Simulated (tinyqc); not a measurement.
Dispersion: Heisenberg magnet: exchange from energy differences, ordering vector, linear spin waves and ordering temperature. Computed by tinyqc, a small Python program. Command: `OMP_NUM_THREADS=1 python tinyqc.py 3015762 3015763 out.jsonl magnon walk`. One thread of a shared host (Intel(R) Xeon(R) Processor @ 2.30GHz), about 0.09 s of CPU time with the checks.

H = -sum over pairs <ij> J_ij S_i.S_j - K sum_i (S_i^z)^2, each pair once, J > 0 ferromagnetic. First neighbours: 12 at a (0.5, 0.5, 0), second: 6 at a (1, 0, 0), with all permutations and signs.

Inputs (values chosen for the exercise, for a model magnet):
```
quantity                 value      unit
exchange J1               26.5       meV
exchange J2                8.4       meV
spin S                     0.5         -
single-ion anisotropy K   0.15       meV
lattice constant a        5.02  angstrom
```

Lattice: fcc. Order: ferromagnetic.

Method:
- g_s(q) = sum over shell s of cos(q.R), z1 = g1(0). E(q) = S [J(0) - J(q)] + (2S - 1) K, J(q) = J1 g1 + J2 g2. The factor 2S - 1 removes the anisotropy for S = 1/2.
- sum R_x^2 over the shells is s1 = 2 a^2 and s2 = 2 a^2. E = gap + D q^2 with D = (S/2)(J1 s1 + J2 s2) and gap = (2S - 1) K.
- J(q) = J1 g1(q) + J2 g2(q), g_s(q) = sum over shell s of cos(q.R).

gap = 0 meV

stiffness D = 439.747 meV angstrom^2

Energies (meV); X = (1, 0, 0), L = (0.5, 0.5, 0.5) in 2 pi/a:
```
line  fraction of the way    E(q)  gap + D q^2
G-X                  0.10    6.79         6.89
G-X                  0.25   39.45        43.06
G-X                  0.50  122.80       172.22
G-X                  0.75  189.35       387.51
G-X                  1.00  212.00       688.90
G-L                  0.10    5.12         5.17
G-L                  0.25   30.67        32.29
G-L                  0.50  104.70       129.17
G-L                  0.75  178.73       290.63
G-L                  1.00  209.40       516.67
```

What follows from these numbers?

At the end of the G-X rows the long-wave form is 3.25 times the true energy. At the end of the G-L rows the long-wave form is 2.47 times the true energy. It holds to 5 % in 2 of the ten rows; nearer the zone boundary the cosine flattens the band.
